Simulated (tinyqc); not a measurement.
Transfer length from front and end resistance.

Problem. A contact of length d and width W has Rc = (Rsh Lt/W) coth(d/Lt) and Re = (Rsh Lt/W)/sinh(d/Lt), with Rsh the sheet resistance under the metal and Lt = sqrt(rc/Rsh). Find Lt, Rsh and rc.

Values chosen for this exercise:
```
symbol   value  unit         meaning
d       0.0035    um  contact length
W         0.14    um   contact width
```

Rc = 518.62102 ohm
Re = 475.51091 ohm

Answer. Rc/Re = cosh(d/Lt) gives Lt, and Re then gives Rsh.

Lt = 0.008281 um
Rsh = 3500 ohm/sq
rc = 2.400e-9 ohm cm^2

Program tinyqc, `OMP_NUM_THREADS=1 python tinyqc.py 2760162 2760163 out.jsonl`; Intel Xeon 2.30GHz, shared host, one thread, about 0.01 s.
